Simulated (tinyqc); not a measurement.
Which clusters to keep: cluster expansion of a binary alloy: correlations, fit, cross-validation and ground states. Computed by tinyqc, a small Python program. Command: `OMP_NUM_THREADS=1 python tinyqc.py 3029116 3029117 out.jsonl clex walk`. One thread of a shared host (Intel(R) Xeon(R) Processor @ 2.30GHz), about 0.02 s of CPU time with the checks.

s = +1 for A and -1 for B. Energy per site E = J0 + J1 P(point) + sum over clusters of m V P, with P the mean product of spins; V > 0 on a pair favours unlike neighbours. Clusters per site m: pair 1 6, pair 2 3, pair 3 12, triplet 8; the triplet is the triangle of first neighbours. Formation energies are counted from the line between pure A and pure B, which removes J0 and J1.

Inputs (values chosen for the exercise, for a model alloy):

| quantity | value | unit |
|---|---|---|
| first-pair interaction V1 | -5.7 | meV |
| second-pair interaction V2 | 0.4 | meV |
| third-pair interaction V3 | -0.7 | meV |
| triplet interaction Vt | -0.3 | meV |
| noise amplitude | 1.1 | meV/site |

Lattice: fcc.

Method:
- Design matrix of formation energies: m (P - 1) for pairs and m (P(triplet) - P(point)) for the triplet; x = (1 - P(point))/2.
- Exact: X V with V = (V1, V2, V3, Vt). The data to fit add the noise amplitude times the normal numbers, standing for what the clusters leave out.
- For each set, H = X (X^T X)^-1 X^T over the structures between the ends; residual e = E - H E; leave-one-out error e_i/(1 - H_ii); both as root mean squares.

correlations P, counted on periodic cells:
```
                      point    pair 1    pair 2    pair 3   triplet
A                   1.00000   1.00000   1.00000   1.00000   1.00000
A3B L1_2            0.50000   0.00000   1.00000   0.00000  -0.50000
A3B D0_22           0.50000   0.00000   0.66667   0.33333  -0.50000
A3B (001) layers    0.50000   0.33333   0.66667   0.00000   0.50000
A2B (001) layers    0.33333   0.11111   0.55556  -0.33333   0.33333
AB L1_0             0.00000  -0.33333   1.00000  -0.33333   0.00000
AB L1_1             0.00000   0.00000  -1.00000   0.00000   0.00000
A2B2 (001) layers   0.00000   0.33333   0.33333  -0.33333   0.00000
AB2 (001) layers   -0.33333   0.11111   0.55556  -0.33333  -0.33333
AB3 L1_2           -0.50000   0.00000   1.00000   0.00000   0.50000
AB3 D0_22          -0.50000   0.00000   0.66667   0.33333   0.50000
AB3 (001) layers   -0.50000   0.33333   0.66667   0.00000  -0.50000
B                  -1.00000   1.00000   1.00000   1.00000  -1.00000
```

standard normal numbers for the noise (0 for the pure ends): A 0.000, A3B L1_2 -1.081, A3B D0_22 0.383, A3B (001) layers -0.707, A2B (001) layers 2.160, AB L1_0 1.281, AB L1_1 1.043, A2B2 (001) layers -0.871, AB2 (001) layers 0.845, AB3 L1_2 1.330, AB3 D0_22 -0.849, AB3 (001) layers -0.513, B 0.000

X:
```
                    pair 1   pair 2    pair 3  triplet
A                   0.0000   0.0000    0.0000   0.0000
A3B L1_2           -6.0000   0.0000  -12.0000  -8.0000
A3B D0_22          -6.0000  -1.0000   -8.0000  -8.0000
A3B (001) layers   -4.0000  -1.0000  -12.0000   0.0000
A2B (001) layers   -5.3333  -1.3333  -16.0000   0.0000
AB L1_0            -8.0000   0.0000  -16.0000   0.0000
AB L1_1            -6.0000  -6.0000  -12.0000   0.0000
A2B2 (001) layers  -4.0000  -2.0000  -16.0000   0.0000
AB2 (001) layers   -5.3333  -1.3333  -16.0000   0.0000
AB3 L1_2           -6.0000   0.0000  -12.0000   8.0000
AB3 D0_22          -6.0000  -1.0000   -8.0000   8.0000
AB3 (001) layers   -4.0000  -1.0000  -12.0000   0.0000
B                   0.0000   0.0000    0.0000   0.0000
```

data (meV/site): A 0.0000, A3B L1_2 43.8109, A3B D0_22 42.2213, A3B (001) layers 30.0223, A2B (001) layers 43.4427, AB L1_0 58.2091, AB L1_1 41.3473, A2B2 (001) layers 32.2419, AB2 (001) layers 41.9962, AB3 L1_2 41.6630, AB3 D0_22 36.0661, AB3 (001) layers 30.2357, B 0.0000

Fits:

| clusters | fit error (meV/site) | leave-one-out error (meV/site) | largest H_ii |
|---|---|---|---|
| V1 | 3.1890 | 3.5035 | 0.18344 |
| V1 V2 | 3.1889 | 4.8448 | 0.82499 |
| V1 V3 | 1.7698 | 2.3273 | 0.34839 |
| V1 V2 Vt | 2.9330 | 5.0888 | 0.82499 |
| V1 Vt | 2.9330 | 3.8153 | 0.35318 |
| V1 V2 V3 | 1.6825 | 2.5665 | 0.89605 |
| V1 V3 Vt | 1.2511 | 1.8424 | 0.51586 |
| V1 V2 V3 Vt | 1.1242 | 2.1449 | 0.89605 |

leave-one-out error without pair 3 = 5.0888 meV/site

leave-one-out error with all four = 2.1449 meV/site

What does the comparison show, and why?

The fit error can only fall as clusters are added, to 1.12 meV with all four. The leave-one-out error is least for V1 V3 Vt (1.84 meV), and all four give 2.14: the extra terms fit noise more than signal.

Extremes, crossings and ranges named in words are read from the listed rows.
